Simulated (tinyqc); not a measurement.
Worked calculation: Pariser-Parr-Pople SCF with singles CI, for the molecule C=CC=CC=CC=N (SMILES; centres numbered as the heavy atoms are written). One step of it, computed by the program tinyqc.

Task: PPP integrals. Mataga-Nishimoto: gamma = 14.399645/(R + a), a = 2 x 14.399645/(gamma_rr + gamma_ss); H_rr = -W_r - sum_(s != r) z_s gamma_rs; H_rs = beta for bonds.

Centres (angstrom, eV; a flat drawing with bonds scaled to 1.40 angstrom):

| centre | x | y | core charge z | W | gamma_rr |
|---|---|---|---|---|---|
| 1C | -4.252000 | -0.231000 | 1 | 11.160000 | 11.130000 |
| 2C | -3.020000 | 0.434000 | 1 | 11.160000 | 11.130000 |
| 3C | -1.828000 | -0.299000 | 1 | 11.160000 | 11.130000 |
| 4C | -0.596000 | 0.367000 | 1 | 11.160000 | 11.130000 |
| 5C | 0.596000 | -0.367000 | 1 | 11.160000 | 11.130000 |
| 6C | 1.828000 | 0.299000 | 1 | 11.160000 | 11.130000 |
| 7C | 3.020000 | -0.434000 | 1 | 11.160000 | 11.130000 |
| 8N | 4.252000 | 0.231000 | 1 | 14.100000 | 12.300000 |

Resonance integrals (eV):

| i | j | beta |
|---|---|---|
| 1 | 2 | -2.390000 |
| 2 | 3 | -2.390000 |
| 3 | 4 | -2.390000 |
| 4 | 5 | -2.390000 |
| 5 | 6 | -2.390000 |
| 6 | 7 | -2.390000 |
| 7 | 8 | -2.510000 |

Give: repulsion gamma_rs; core matrix H.

Result:

repulsion gamma_rs (eV), lower triangle:
```
         1C       2C       3C       4C       5C       6C       7C       8N
1C  11.1300
2C   5.3455  11.1300
3C   3.8722   5.3468  11.1300
4C   2.8809   3.8722   5.3446  11.1300
5C   2.3438   2.8814   3.8722   5.3458  11.1300
6C   1.9467   2.3438   2.8809   3.8722   5.3446  11.1300
7C   1.6805   1.9470   2.3438   2.8814   3.8722   5.3468  11.1300
8N   1.4775   1.6933   1.9639   2.3687   2.9186   3.9407   5.4769  12.3000
```

core matrix H (eV), lower triangle:
```
          1C        2C        3C        4C        5C        6C        7C        8N
1C  -30.7072
2C   -2.3900  -34.5901
3C    0.0000   -2.3900  -36.7844
4C    0.0000    0.0000   -2.3900  -37.7258
5C    0.0000    0.0000    0.0000   -2.3900  -37.7386
6C    0.0000    0.0000    0.0000    0.0000   -2.3900  -36.8357
7C    0.0000    0.0000    0.0000    0.0000    0.0000   -2.3900  -34.7087
8N    0.0000    0.0000    0.0000    0.0000    0.0000    0.0000   -2.5100  -33.9396
```
